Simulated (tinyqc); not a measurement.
Changing the particle radius R: a particle near a wafer in liquid: double-layer and van der Waals forces (DLVO), deposition barrier and removal. Computed by tinyqc, a small Python program. Command: `OMP_NUM_THREADS=1 python tinyqc.py 3114079 3114080 out.jsonl dlvo sweep`. One thread of a shared host (Intel(R) Xeon(R) Processor @ 2.30GHz), about 0.01 s of CPU time with the checks.

Sphere and flat wall, Derjaguin approximation, constant potentials in the linear-superposition form, no retardation and no hydration force.

Inputs (values chosen for the exercise, of the order of those for ceria on silica in water):

| quantity | value | unit |
|---|---|---|
| Hamaker constant A | 1.9e-20 | J |
| potential of the particle psi_1 | -57 | mV |
| potential of the wafer psi_2 | -15 | mV |
| salt concentration c | 0.0017 | mol/L |
| valence z of the symmetric salt | 1 | - |
| temperature T | 343 | K |
| dielectric constant of the liquid | 63.7 | - |
| contact distance h0 | 0.4 | nm |
| contact radius over R | 0.067 | - |
| viscosity | 0.82 | mPa s |

Constants: e = 1.602176634e-19 C; N_A = 6.02214076e+23 1/mol; eps_0 = 8.8541878128e-12 F/m; k_B = 1.380649e-23 J/K; k_B = 8.617333262e-05 eV/K.

Method. kappa^2 = 2 z^2 e^2 N_A (1000 c)/(eps eps_0 k_B T); gamma_i = tanh(z e psi_i/(4 k_B T)); Z = 64 pi eps eps_0 (k_B T/(z e))^2 gamma_1 gamma_2. Adhesion F_a = A R/(6 h0^2) [1 + a^2/(R h0)] - kappa Z R exp(-kappa h0), a the contact radius. Drag in a shear flow F_d = 1.7 x 6 pi mu R^2 G, acting at 1.4 R; rolling starts when 1.4 R F_d = a F_a. Wall shear stress = mu G.

One run for each value:

| particle radius R (nm) | wall shear stress for rolling (Pa) | net adhesion F_a (pN) | kappa R |
|---|---|---|---|
| 5 | 6021.5 | 1.0080e+02 | 7.0139e-01 |
| 11 | 2918.0 | 2.3641e+02 | 1.5431e+00 |
| 22 | 1624.9 | 5.2658e+02 | 3.0861e+00 |
| 47 | 937.0 | 1.3859e+03 | 6.5931e+00 |
| 100 | 616.2 | 4.1260e+03 | 1.4028e+01 |
| 210 | 467.2 | 1.3795e+04 | 2.9459e+01 |
| 450 | 394.9 | 5.3550e+04 | 6.3126e+01 |
| 950 | 361.7 | 2.1855e+05 | 1.3327e+02 |
| 2000 | 345.9 | 9.2655e+05 | 2.8056e+02 |

What does the table show, and why?

Over the rows, wall shear stress for rolling (Pa) falls from 6020 to 346 (exponent d ln y / d ln x -0.92 between the first rows and -0.060 between the last); net adhesion F_a (pN) rises from 101 to 927000 (exponent d ln y / d ln x 1.1 between the first rows and 1.9 between the last); kappa R rises from 0.701 to 281 (exponent d ln y / d ln x about 1.0 throughout). The smallest particle needs 17.4 times the shear stress of the largest.

Caution (rows 5.00, 11.0): kappa R is not large, so the Derjaguin approximation is only rough at gaps of the order of the Debye length.

Extremes, crossings and ranges named in words are read from the listed rows.
